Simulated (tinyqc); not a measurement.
Inside a calculation. Model: global model of a low-pressure process discharge: electron temperature, density, ion flux and ion energy. Computed by tinyqc, a small Python program that keeps every step. Command: `OMP_NUM_THREADS=1 python tinyqc.py 3114238 3114239 out.jsonl plasma walk`. One thread of a shared host (Intel(R) Xeon(R) Processor @ 2.30GHz), about 0.01 s of CPU time with the checks. Intermediate numbers are printed to about 6 digits and carried at full precision; extremes and crossings named in words are read from the listed rows.

Maxwellian electrons with temperature T_e in eV, one positive ion, no negative ions, uniform bulk density n; rate constants have the Arrhenius form.

Inputs (values chosen for the exercise, of the order of those of an inductive discharge in a simple atomic gas):

| quantity | value | unit |
|---|---|---|
| ion mass M | 40 | u |
| ionisation prefactor K0 | 6.3e-14 | m^3/s |
| ionisation energy E_iz | 12.4 | eV |
| excitation prefactor X0 | 2.4e-14 | m^3/s |
| excitation energy E_ex | 11.6 | eV |
| elastic rate constant K_el | 2e-13 | m^3/s |
| ion-neutral cross section | 6.8e-19 | m^2 |
| pressure p | 2.1 | Pa |
| gas temperature T_g | 300 | K |
| radius R | 15 | cm |
| height L | 6.4 | cm |
| absorbed power P | 1700 | W |
| bias power P_b | 480 | W |
| radius of the biased electrode | 5 | cm |
| bias frequency | 2 | MHz |
| mixing | 0.4 | - |

Constants: k_B = 1.380649e-23 J/K; e = 1.602176634e-19 C; u = 1.6605390666e-27 kg; m_0 = 9.1093837015e-31 kg; eps_0 = 8.8541878128e-12 F/m.

## Geometry factors

n_g = p/(k_B T_g); lambda_i = 1/(n_g sigma); h_L = 0.86/sqrt(3 + L/(2 lambda_i)), h_R = 0.8/sqrt(4 + R/lambda_i); A_eff = 2 pi R^2 h_L + 2 pi R L h_R; d_eff = pi R^2 L/A_eff.

gas density n_g = 5.07008e+20 1/m^3

ion mean free path = 0.290052 cm

h_L = 0.229578

h_R = 0.107178

A_eff = 389.207 cm^2

d_eff = 11.6234 cm

## A fixed-point cycle for T_e

Particle balance: K0 exp(-E_iz/T_e) n_g d_eff = u_B, u_B = sqrt(e T_e/M). Cycle: T_out = T sqrt(loss/creation) with loss/creation = u_B/(K0 exp(-E_iz/T) n_g d_eff); T -> T + mixing (T_out - T), kept between 0.3 and 60 eV, from 3 eV; stop at |T_out - T| < 1e-9 eV or after 60 steps.

Course:

| step | T (eV) | T_out (eV) | residual (eV) |
|---|---|---|---|
| 0 | 3.00000 | 0.63782 | -2.36218e+00 |
| 1 | 2.05513 | 1.02802 | -1.02710e+00 |
| 2 | 1.64429 | 1.65308 | 8.78900e-03 |
| 3 | 1.64780 | 1.64422 | -3.58794e-03 |
| 4 | 1.64637 | 1.64782 | 1.45325e-03 |
| 5 | 1.64695 | 1.64636 | -5.90521e-04 |
| 6 | 1.64671 | 1.64695 | 2.39642e-04 |
| ... | ... | ... | ... |
| 14 | 1.64678 | 1.64678 | 1.76827e-07 |
| 15 | 1.64678 | 1.64678 | -7.17860e-08 |
| 16 | 1.64678 | 1.64678 | 2.91428e-08 |
| 17 | 1.64678 | 1.64678 | -1.18311e-08 |
| 18 | 1.64678 | 1.64678 | 4.80303e-09 |
| 19 | 1.64678 | 1.64678 | -1.94988e-09 |
| 20 | 1.64678 | 1.64678 | 7.91589e-10 |

last residual = 7.91589e-10 eV

Converged in 21 steps.

## Electron temperature

Root found by bracketing.

T_e = 1.64678 eV

Bohm velocity u_B = 1993.05 m/s

K_iz = 3.38199e-17 m^3/s

## Energy per pair and density

E_c = E_iz + (X0 exp(-E_ex/T_e) E_ex + K_el (3 m_0/M) T_e)/K_iz; wall potential V_s = (T_e/2) ln(M/(2 pi m_0)); E_T = E_c + 2 T_e + T_e/2 + V_s; n = P/(e u_B A_eff E_T); ion current density J = e h_L n u_B; ionised share n/n_g.

collisional loss per pair E_c = 19.9837 eV

wall potential V_s = 7.70626 V

E_T = 31.8069 eV

plasma density n = 4.30049e+12 1/cm^3

ion current density J = 31.5267 mA/cm^2

ionised share = 0.00848209

Collisions take 63 % of the power and the walls the rest. T_e came from the particle balance alone; the power sets only n.

## Biased electrode

All bias power goes to ions: V_b = P_b/(J pi r^2). Debye length at the sheath edge lambda_D = sqrt(eps_0 T_e/(e h_L n)); Child-law sheath s = (sqrt2/3) lambda_D (2 V/T_e)^(3/4), V = V_b + V_s; ion transit time tau_i = 3 s sqrt(M/(2 e V)); collisions in the sheath s/lambda_i.

bias voltage V_b = 193.853 V

lambda_D = 9.60092 micrometre

sheath width s = 0.280095 mm

ion transit time = 26.9469 ns

transit time over bias period = 0.0538938

s/lambda_i = 0.0965669

Ions cross within a small part of a period and sample the instantaneous voltage: a broad, two-peaked energy distribution. The sheath is nearly free of collisions.

## Pressure series at fixed power

n_g = p/(k_B T_g), lambda_i = 1/(n_g sigma), K_iz = K0 exp(-E_iz/T_e), h_L = 0.86/sqrt(3 + L/(2 lambda_i)), h_R = 0.8/sqrt(4 + R/lambda_i), A_eff = 2 pi R^2 h_L + 2 pi R L h_R and d_eff = pi R^2 L/A_eff follow p. E_c = E_iz + (X0 exp(-E_ex/T_e) E_ex + K_el (3 m_0/M) T_e)/K_iz; E_T = E_c + (5/2) T_e + (T_e/2) ln(M/(2 pi m_0)); n = P/(e u_B A_eff E_T); J = e h_L n u_B. Pressures without a root below 2 E_iz are left out.

Against pressure:

| p (Pa) | T_e (eV) | E_c (eV) | E_T (eV) | n (1/cm^3) | J (mA/cm^2) |
|---|---|---|---|---|---|
| 0.1 | 3.74859 | 17.8837 | 44.7970 | 9.40696e+11 | 20.7583 |
| 0.2 | 2.94441 | 18.2246 | 39.3642 | 1.32109e+12 | 24.1033 |
| 0.5 | 2.27600 | 18.7494 | 35.0901 | 2.04191e+12 | 27.7909 |
| 1.0 | 1.92780 | 19.2485 | 33.0892 | 2.89652e+12 | 29.9569 |
| 2.0 | 1.66298 | 19.9251 | 31.8646 | 4.18856e+12 | 31.4511 |
| 5.0 | 1.40063 | 21.5032 | 31.5591 | 6.83722e+12 | 32.0078 |
| 10.0 | 1.24915 | 24.1242 | 33.0926 | 9.53862e+12 | 30.6138 |
| 20.0 | 1.12667 | 30.2518 | 38.3409 | 1.21113e+13 | 26.4633 |

T_e falls from 3.75 to 1.13 eV, n changes by a factor 12.9 and J by 1.27; in J = P h_L/(A_eff E_T), E_T changes by a factor 0.86 and is least at 5 Pa, between wall losses at high T_e and excitation losses at low T_e.

Checks made by the program: cycle against bracketing (relative difference 2e-10).
